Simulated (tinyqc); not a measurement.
## Field length and prefactor from two substrate currents

Question. For Em = (Vd - Vdsat)/l, Isub/Id = (Ai/Bi)(Vd - Vdsat) exp(-Bi l/(Vd - Vdsat)), and l = sqrt(3 tox xj). Find l, Ai and xj.

Parameters, values chosen for the exercise:
- tox = 11 nm (oxide thickness)
- Bi = 1.8 MV/cm (ionisation field)

Isub/Id at Vd - Vdsat = 2.5 and 3.3 V: 0.00800526040  0.0436299826

Solution. ln[Isub/(Id (Vd - Vdsat))] is linear in 1/(Vd - Vdsat) with slope -Bi l.

l = 81.24 nm
Ai = 2.000e6 1/cm
xj = 200.0 nm

tinyqc, about 0.01 s, one thread, Intel Xeon 2.30GHz (shared host): `OMP_NUM_THREADS=1 python tinyqc.py 2550157 2550158 out.jsonl`
